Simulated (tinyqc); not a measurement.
What moves the results: inter-valley coupling by envelope functions against a chain of atomic planes. A value that a table varies takes the place of the one given here.

Chain: E(phi) = e0 + 2 v cos(phi) + 2 u cos(2 phi), cos(phi0) = -v/(4u), e0 = 2u + v^2/(4u); plane j = 0, 1, ... has the potential V_j = dE x_j + F (j - 30) a/4 (1 MV/m = 1e-4 V/angstrom). There are 30 barrier planes a side; with y = j - 29.5, x_j = xb (f(y) + f(Nw - y)), f(y) = 1/(1 + exp(y/L)), plus any Ge added in the well. The valley splitting is the spacing of the two lowest levels. Envelope theory: F_j solves a one-valley chain with hopping -b and diagonal 2b + V_j, b = 4u sin^2(phi0), sum F_j^2 = 1; the valleys couple by Dv = sum_j F_j^2 V_j exp(-2 i phi0 j) and split by 2|Dv|.

Values chosen for the exercise (near those of the Delta valleys of silicon in a SiGe well; the results hold for these values, not for the real material):
- a = 5.431 angstrom (lattice constant; planes lie a/4 apart)
- u = 0.622 eV (second-neighbour hopping)
- v = 0.751 eV (nearest hopping)
- Nw = 56 (planes in the well)
- L = 1.25 planes (interface width)
- xb = 0.26 (Ge fraction of the barriers)
- dE = 0.53 eV (offset per unit Ge fraction)
- F = 0 MV/m (field)
- xs = 0.19 (Ge fraction added on that plane)
- xw = 0.006 (mean Ge fraction of the wiggle)
- x0 = 9628 (start of the number sequence)
- na = 4000 (atoms a plane under the dot)
- js = 40 (plane j of a Ge spike (the well starts at j = 30))

## Position of the spike

The spike is moved through the well; position counted from the first well plane, j - 30.

Against position:

| j - 30 | F_j^2, smooth | mean of the doublet (meV) | splitting, chain (micro-eV) | envelope | first order |
|---|---|---|---|---|---|
| 3 | 0.00346 | 6.00 | 476 | 457 | 697 |
| 7 | 0.00832 | 6.29 | 1045 | 990 | 1676 |
| 11 | 0.01447 | 6.65 | 1778 | 1679 | 2914 |
| 17 | 0.02384 | 7.33 | 3124 | 3005 | 4802 |
| 22 | 0.02964 | 7.91 | 4294 | 4211 | 5970 |
| 28 | 0.03204 | 8.24 | 4947 | 4879 | 6452 |
| 36 | 0.02649 | 7.57 | 3608 | 3501 | 5336 |
| 45 | 0.01287 | 6.56 | 1581 | 1492 | 2592 |
| 53 | 0.00256 | 5.95 | 364 | 351 | 516 |

The splitting is largest at plane 28 among these rows (4947 micro-eV), and the smooth envelope peaks at plane 28, counting all planes; without a spike it is 0.091. Where the splitting exceeds 20 micro-eV the envelope theory lies within 5.6 % of the chain and first order within 64 %.

## A periodic Ge profile (wiggle well)

periods (planes): pi/phi0 1.67335, pi/(pi - phi0) 2.48511

Added fraction xw (1 - cos(2 pi (j - 30)/p)) on the well planes; p = f times the resonant period pi/(pi - phi0). At resonance the estimate is dE xw.

Against period:

| f | p (planes) | mean of the doublet (meV) | splitting, chain (micro-eV) | envelope |
|---|---|---|---|---|
| 0.90 | 2.2366 | 8.91 | 21 | 26 |
| 0.95 | 2.3609 | 8.85 | 838 | 876 |
| 0.98 | 2.4354 | 8.89 | 2628 | 2673 |
| 0.99 | 2.4603 | 8.92 | 3013 | 3035 |
| 1.00 | 2.4851 | 8.93 | 3157 | 3155 |
| 1.01 | 2.5100 | 8.92 | 3052 | 3034 |
| 1.02 | 2.5348 | 8.89 | 2722 | 2697 |
| 1.05 | 2.6094 | 8.84 | 1180 | 1147 |
| 1.10 | 2.7336 | 8.90 | 92 | 90 |
| 1.50 | 3.7277 | 8.93 | 2 | 2 |
| 3.00 | 7.4553 | 8.92 | 7 | 7 |

The splitting peaks at f = 1 with 3.16 meV, against the estimate dE xw = 3.18 meV, and is 0.83 and 0.86 of the value at f = 1 two per cent off to either side: the width of the resonance is set by the number of periods under the envelope. At f = 3 it is 7 micro-eV. The chain has one orbital a plane and knows only this resonance; longer periods that work through other bands are outside it.

## Random alloy fluctuations

A uniform fraction x is added on all planes. Each plane j then fluctuates by q sqrt(x_j (1 - x_j)/na) in Ge fraction, q = sqrt12 (z/2147483647 - 1/2) with z(new) = 16807 z mod 2147483647 from x0, restarted for each row; 24 samples. Theory: Dv is a complex Gaussian with sigma^2 = dE^2 sum F_j^4 x_j (1 - x_j)/na, and the mean splitting is sqrt(pi) sigma if the smooth part is negligible.

Splitting (micro-eV):

| x | sigma | sqrt(pi) sigma | mean of 24 | least | largest |
|---|---|---|---|---|---|
| 0.00 | 13.4 | 23.8 | 24.4 | 5.0 | 53.5 |
| 0.01 | 129.7 | 229.9 | 211.6 | 62.9 | 501.3 |
| 0.02 | 182.1 | 322.7 | 296.2 | 84.2 | 699.9 |
| 0.05 | 283.0 | 501.5 | 459.4 | 125.9 | 1084.2 |
| 0.10 | 389.3 | 690.0 | 631.4 | 170.7 | 1490.4 |

Without added Ge the disorder sits in the barriers, where the state is small: mean 24.4 micro-eV, against 0.091 for the smooth well. With 5 % Ge in the well the mean is 459, theory 502, with a statistical error of about 11 % for 24 samples; the miss is -8 %, and since every row reuses one sequence the rows with added Ge miss alike. The spread grows with the mean: at 5 % the samples run from 126 to 1084, so small splittings remain possible. sigma falls as 1/sqrt(na) for larger dots. A chain with one orbital a plane has no Bloch-function factor, which scales all these couplings down in fuller models.

## What each parameter does

Chain with the spike on plane js. Each row changes one parameter from the base and keeps the others.

Results:

| case | level (meV) | splitting (micro-eV) |
|---|---|---|
| base | 6.556 | 1581.0 |
| Nw = 62 | 5.395 | 1192.2 |
| L = 1.75 planes | 6.860 | 1543.8 |
| xb = 0.31 | 6.709 | 1565.1 |
| dE = 0.583 eV | 6.684 | 1662.3 |
| F = 2 MV/m | 13.996 | 2624.1 |
| js = 43 | 6.865 | 2198.3 |
| xs = 0.247 | 6.680 | 1830.2 |

The largest shifts from the base row, up to three for each result and ties (the steps differ in size, so this ranks the rows, not the parameters). level (meV): F +7.440, Nw -1.161, js +0.309. splitting (micro-eV): F +1043.2, js +617.3, Nw -388.8.

Computed by tinyqc, a small Python program: `OMP_NUM_THREADS=1 python tinyqc.py 1450029 1450030 out.jsonl` (the numbers bound the seed that draws the inputs); one thread of a shared host (Intel(R) Xeon(R) Processor @ 2.30GHz), about 0.05 s for the whole set of steps.
